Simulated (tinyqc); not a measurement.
Leakage against temperature: trap-assisted generation and recombination current of an abrupt junction. Computed by tinyqc, a small Python program. Command: `OMP_NUM_THREADS=1 python tinyqc.py 3019922 3019923 out.jsonl junctionleak walk`. One thread of a shared host (Intel(R) Xeon(R) Processor @ 2.30GHz), about 0.01 s of CPU time with the checks.

Depletion approximation, flat quasi-Fermi levels across the depleted layer, long neutral regions with minority lifetimes tau_n and tau_p, full ionisation and Boltzmann statistics. Voltages in exponents stand for e V.

Inputs (values chosen for the exercise, with bands and screening modelled on GaP):

| quantity | value | unit |
|---|---|---|
| gap E_g | 2.24 | eV |
| electron mass m_e | 0.499 | m_0 |
| valleys M_c | 3 | - |
| hole mass m_h | 0.792 | m_0 |
| dielectric constant eps | 10.9 | - |
| acceptor density N_A | 7.6e+16 | cm^-3 |
| donor density N_D | 7.8e+18 | cm^-3 |
| capture time tau_n | 9.6e-07 | s |
| capture time tau_p | 1.9e-09 | s |
| trap level E_t - E_i | 0 | eV |
| electron diffusion coefficient D_n | 46 | cm^2/s |
| hole diffusion coefficient D_p | 4.9 | cm^2/s |
| reverse bias V_r | 3.5 | V |
| temperature T | 400 | K |

Field enhancement: none.

Constants: k_B = 8.617333262e-05 eV/K; m_0 = 9.1093837015e-31 kg; k_B = 1.380649e-23 J/K; h = 6.62607015e-34 J s; e = 1.602176634e-19 C; eps_0 = 8.8541878128e-12 F/m.

Method:
- N_c = 2 M_c (2 pi m_e k_B T/h^2)^(3/2) and N_v = 2 (2 pi m_h k_B T/h^2)^(3/2), masses in units of m_0.
- n_i = sqrt(N_c N_v) exp(-E_g/2 k_B T); V_bi = (k_B T/e) ln(N_A N_D/n_i^2); diffusion saturation current J_d0 = e n_i^2 [sqrt(D_n/tau_n)/N_A + sqrt(D_p/tau_p)/N_D].
- W = sqrt(2 eps eps_0 (V_bi - V)(1/N_A + 1/N_D)/e), x_p = W N_D/(N_A + N_D), x_n = W - x_p, peak field F_m = 2 (V_bi - V)/W; reverse bias means V = -V_r.
- Potential from the p edge: phi = (V_bi - V) x^2/(x_p W) on the p side and (V_bi - V)[1 - (W - x)^2/(x_n W)] on the n side; p = N_A exp(-phi/k_B T), n = n_i^2 exp(V/k_B T)/p; U = (n p - n_i^2)/[tau_p (n + n_i exp(dE/k_B T)) + tau_n (p + n_i exp(-dE/k_B T))], dE = E_t - E_i, n1 = n_i exp(dE/k_B T), p1 = n_i exp(-dE/k_B T); J_t = e int U dx by the trapezoid rule on 400 intervals on each side.
- The gap, capture times and diffusion coefficients are held fixed. J_g = -J_t at V = -V_r. The last column is -k_B d ln(J_g + J_d0)/d(1/T) from this row and the one above.

Reverse current:

| T (K) | generation (A/cm^2) | diffusion (A/cm^2) | activation energy (eV) |
|---|---|---|---|
| 320 | 1.3465e-16 | 4.6910e-29 | - |
| 360 | 1.4803e-14 | 5.5533e-25 | 1.1664 |
| 400 | 6.4790e-13 | 1.0416e-21 | 1.1723 |
| 450 | 2.8974e-11 | 2.0277e-18 | 1.1790 |
| 500 | 6.1798e-10 | 8.9736e-16 | 1.1866 |
| 560 | 1.2070e-08 | 3.3091e-13 | 1.1952 |
| 640 | 2.7465e-07 | 1.6352e-10 | 1.2066 |

The activation energy goes from 1.166 to 1.207 eV. Generation alone gives about E_g/2 + dE if tau_p exp(dE/k_B T) exceeds tau_n exp(-dE/k_B T), else E_g/2 - dE, here 1.120 eV, plus 1.5 k_B T and diffusion E_g = 2.24 eV plus 3 k_B T; generation rules in every row.

Extremes, crossings and ranges named in words are read from the listed rows.
